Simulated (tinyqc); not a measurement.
Worked calculation: composition and strain of an epitaxial Si(1-x)Ge(x) layer from Raman and X-ray peaks. Computed by tinyqc, a small Python program that keeps every step. Command: `OMP_NUM_THREADS=1 python tinyqc.py 3016966 3016967 out.jsonl epiraman walk`. One thread of a shared host (Intel(R) Xeon(R) Processor @ 2.30GHz), about 0.01 s of CPU time with the checks. Intermediate numbers are printed to about 6 digits and carried at full precision; extremes and crossings named in words are read from the listed rows.

A (001) layer, biaxially strained in the plane. The Raman peaks follow empirical lines omega = w0 + c1 x + c3 x^3 + b eps (c3 for Si-Ge alone), with eps the in-plane strain.

Inputs (values chosen for the exercise, modelled on silicon-germanium):
```
quantity                        value      unit
Ge fraction x                    0.63         -
degree of relaxation R           0.53         -
lattice constant of Si          5.431  angstrom
lattice constant of Ge          5.658  angstrom
bowing B                        0.029  angstrom
2 C12/C11 of Si                 0.775         -
2 C12/C11 of Ge                 0.759         -
Si-Si: w0                       520.5      1/cm
Si-Si: c1                         -69      1/cm
Si-Si: strain coefficient b      -778      1/cm
Si-Ge: w0                       400.1      1/cm
Si-Ge: c1                        24.6      1/cm
Si-Ge: c3                       -31.1      1/cm
Si-Ge: strain coefficient b      -579      1/cm
Ge-Ge: w0                       280.1      1/cm
Ge-Ge: c1                        20.3      1/cm
Ge-Ge: strain coefficient b      -423      1/cm
uncertainty of a Raman peak       0.1      1/cm
X-ray wavelength             1.540598  angstrom
```

Substrate: silicon. Pair of peaks used: Si-Si and Si-Ge.

## Lattice constants and strain

Relaxed lattice constant a(x) = a_Si + (a_Ge - a_Si) x - B x (1 - x). In-plane constant a_par = a_sub + R (a(x) - a_sub); eps = a_par/a(x) - 1; eps_perp = -(2 C12/C11) eps with 2 C12/C11 linear in x; a_perp = a(x) (1 + eps_perp).

relaxed constant a(x) = 5.56725 angstrom

substrate constant a_sub = 5.431 angstrom

a_par = 5.50321 angstrom

in-plane strain eps = -11.5025 per mille

strain along the normal = 8.79853 per mille

a_perp = 5.61623 angstrom

The layer is under compression in the plane and is stretched along the normal.

## Raman peaks

Insert x and eps in the three lines; the strain part is b eps.

Si-Si peak = 485.979 1/cm

Si-Ge peak = 414.482 1/cm

Ge-Ge peak = 297.755 1/cm

strain parts (1/cm): Si-Si 8.94898, Si-Ge 6.65997, Ge-Ge 4.86558

Read as unstrained, the Si-Si peak would give x = 0.500 in place of 0.63.

## X-ray (004) reflection

Bragg angle theta = arcsin(2 lambda/a) for (004), for the substrate with a_sub and the layer with a_perp; separation in arc seconds.

theta of the substrate = 34.5646 degree

theta of the layer = 33.2726 degree

separation, layer less substrate = -4651.13 arcsec

## Back from two peaks to composition and strain

Unknowns x and eps (per mille). Newton steps: J d = (measured - model), J = [d omega/dx, d omega/d eps] for the two peaks; start at x = 0.5, eps = 0; stop when |d| < 1e-9. The peaks are rounded to 0.001 per cm; R = (a(x)(1 + eps) - a_sub)/(a(x) - a_sub).

peaks used (1/cm): Si-Si 485.979, Si-Ge 414.482

Iterations:
```
step         x  eps (per mille)  residual 1 (1/cm)  residual 2 (1/cm)
0     0.500000           0.0000             -0.021        5.96950e+00
1     0.613730         -10.0596              0.000        6.49141e-01
2     0.629637         -11.4704              0.000        1.46144e-02
3     0.630012         -11.5036              0.000        8.26640e-06
4     0.630012         -11.5036              0.000                  0
```

recovered x = 0.630012

recovered eps = -11.5036 per mille

recovered R = 0.53

## Which pair of peaks is best

For each pair invert J = [d omega/dx, d omega/d eps] at the true x. Independent errors of the given size in both peaks give sigma_x and sigma_eps = uncertainty x (norm of the rows of the inverse of J).

Error propagation:
```
pair               det J     sigma_x  sigma_eps (per mille)
Si-Si and Si-Ge  30.2799  0.00320281               0.231543
Si-Si and Ge-Ge  44.9804  0.00196876               0.159901
Si-Ge and Ge-Ge  17.0119  0.00421502               0.139923
```

The pair Si-Si and Ge-Ge fixes x best (sigma_x = 0.0020) and Si-Ge and Ge-Ge worst (0.0042), a factor 2.1. Strain moves all peaks the same way, so a good pair needs different ratios of composition slope to strain coefficient, best of opposite sign; the slopes here are -69, -12.4 and 20.3 per cm for Si-Si, Si-Ge and Ge-Ge. Errors in the coefficients themselves are not counted.

## Relaxation at fixed composition

(004) Bragg angle theta = arcsin(2 lambda/a), with a = a_perp for the layer and a_sub for the substrate; separation = layer less substrate. The apparent x is the one that a fully strained layer (R = 0) would need to give the same a_perp.

Signatures; columns: (1) R; (2) eps (per mille); (3) Si-Si (1/cm); (4) Ge-Ge (1/cm); (5) a_perp (angstrom); (6) (004) separation (arcsec); (7) apparent x if R = 0 is assumed:
```
(1)        (2)      (3)      (4)      (5)       (6)       (7)
0.00  -24.4735  496.070  303.241  5.67147  -5966.62  0.630000
0.15  -20.8025  493.214  301.688  5.65584  -5597.47  0.591866
0.30  -17.1315  490.358  300.136  5.64020  -5225.84  0.553391
0.50  -12.2368  486.550  298.065  5.61936  -4726.43  0.501543
0.70   -7.3421  482.742  295.995  5.59852  -4222.51  0.449047
0.85   -3.6710  479.886  294.442  5.58288  -3841.55  0.409233
1.00    0.0000  477.030  292.889  5.56725  -3457.99  0.369028
```

Full relaxation moves the Si-Si peak by -19.04 per cm and shrinks the X-ray separation to 58 % of its strained value, about 1/(1 + 2 C12/C11). A symmetric reflection alone cannot part x from R: a relaxed layer read as strained gives x = 0.369 in place of 0.63. An asymmetric reflection or a second peak is needed.

Checks made by the program: recovered composition (relative difference 2e-05).
